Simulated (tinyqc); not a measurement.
Inside a calculation. Method: UKS/PBE0 in the sto-3g basis, for Li, spin multiplicity 2. One step of it, computed by the program tinyqc.

Question. Iteration 2: DIIS coefficients. Solve [B -1; -1 0][c; lambda] = [0; -1] for the coefficients, which sum to one.

B (overlaps of the stored error matrices):
```
               1              2
1  2.2323716e-03  1.8962645e-05
2  1.8962645e-05  2.1550914e-07
```

Give: DIIS coefficients.

Answer.

DIIS coefficients: -0.0085  1.0085
